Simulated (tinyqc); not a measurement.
# Thermoelectric coefficients with electrons and holes, Landauer integrals: two studies

Bulk parabolic band, x = (E - Ec)/kB T, C = hbar^2/(2 m0), kB T in eV. Modes per area gv m kB T x/(4 pi C) times the back-scattering length l0 x^rr give the transport function s0 X(x), s0 = (2 q^2/h) gv m kB T l0/(4 pi C), X = x^(1 + rr). Holes have the same form with the prefactor bb s0 and the reduced level -eta - xg in place of eta. I_k = int X (x - eta)^k w dx, w = 1/(4 cosh^2((x - eta)/2)).

Parameters, values chosen for the exercise: temperature T = 300 K; mass of one valley m = 1 m0; valleys gv = 2; back-scattering length at x = 1 l0 = 0.47 nm; energy exponent of that length rr = 2; lattice thermal conductivity kL = 0.67 W/(m K); reduced Fermi level (EF - Ec)/kB T eta = -2.4; gap over kB T xg = 5.2; ratio of the hole prefactor to the electron prefactor bb = 1.6.

Constants: q = 1.602176634e-19 C, kB = 1.380649e-23 J/K, hbar = 1.054571817e-34 J s, h = 6.62607015e-34 J s, m0 = 9.1093837015e-31 kg, Vt = kB T/q, hbar^2/(2 m0) = 0.0380998212 eV nm^2. Results are converted to the units shown.

Each table varies one quantity; the others keep the values above.

## Effect of the Fermi level

sigma = s0 I_0, S = -(kB/q) I_1/I_0, Lorenz number L = (kB/q)^2 [I_2/I_0 - (I_1/I_0)^2], kappa_e = L sigma T. With both bands: sigma = sigma_n + sigma_p, S = (sigma_n S_n + sigma_p S_p)/sigma with S_p = +(kB/q) I_1/I_0 of the holes, and kappa_e is the sum of L sigma T of both bands and the bipolar term sigma_n sigma_p (S_p - S_n)^2 T/sigma. Power factor S^2 sigma, ZT = S^2 sigma T/(kappa_e + kL). The integrals are converged.

Effect of the Fermi level:
```
eta   sigma (S/cm)  S (uV/K)  kappa_e (W/(m K))  power factor (mW/(m K^2))        ZT
-7.2          1796     241.8              1.499                      10.50     1.452
-6           690.8     307.1             0.6161                      6.516     1.520
-4.8         237.1     382.1             0.2842                      3.463     1.089
-3.6         80.83     395.9             0.3031                      1.267    0.3906
-2.4         43.96     37.91             0.4674                   0.006317  0.001666
-1.2         75.51    -349.6             0.3128                     0.9228    0.2817
0            214.8    -350.9             0.2697                      2.645    0.8444
1.2          603.0    -282.8             0.5379                      4.821     1.197
2.4           1497    -223.7              1.238                      7.490     1.178
3.6           3239    -180.1              2.585                      10.50    0.9680
4.8           6214    -148.6              4.844                      13.71    0.7462
```

What does the comparison show?

sigma goes from 1800 through a minimum of 44.0 (at eta = -2.4 among the rows listed) to 6210 S/cm, and S moves up and down between -351 and 396 uV/K. Among the rows the power factor is largest at eta = 4.8 and ZT, 1.52, at eta = -6, where S = 307 uV/K. The power factor is still rising in the last row. S changes sign inside the gap, where the electron and hole terms cancel.

## Effect of the gap

Same model as above.

Results:
```
xg    sigma (S/cm)  S (uV/K)  kappa_e (W/(m K))  power factor (mW/(m K^2))        ZT  bipolar kappa (W/(m K))
1             1154     257.6              1.400                      7.653     1.109                   0.4255
2.4          361.5     308.5             0.8164                      3.440    0.6943                   0.5011
3.8          111.6     276.1             0.6381                     0.8507    0.1951                   0.5393
5.1          46.33     61.48             0.4833                    0.01751  0.004556                   0.4421
6.5          27.41    -268.3             0.2510                     0.1973   0.06428                   0.2267
7.9          22.71    -460.2             0.1014                     0.4811    0.1871                  0.08119
10.6         21.27    -545.6            0.02688                     0.6332    0.2726                 0.007971
12           21.19    -551.3            0.02112                     0.6443    0.2797                 0.002281
```

Estimate the missing row, xg = 9.2.

Computed row:
```
xg   sigma (S/cm)  S (uV/K)  kappa_e (W/(m K))  power factor (mW/(m K^2))      ZT  bipolar kappa (W/(m K))
9.2         21.59    -524.5            0.04643                     0.5940  0.2487                  0.02724
```

With this row back in the table: S goes from 258 through a maximum of 308 (at xg = 2.4 among the rows listed) to -551 uV/K, the bipolar kappa goes from 0.425 through a maximum of 0.539 (at xg = 3.8 among the rows listed) to 0.00228 W/(m K), and ZT goes from 1.11 through a minimum of 0.00456 (at xg = 5.1 among the rows listed) to 0.280. ZT is within 5 % of its last value from xg = 10.6 on among the rows.

Range of the model: Parabolic bands, elastic scattering and a fixed kL make these model figures, not those of a material.

Program tinyqc, `OMP_NUM_THREADS=1 python tinyqc.py 2800013 2800014 out.jsonl`; Intel Xeon 2.30GHz, shared host, one thread, about 0.03 s.
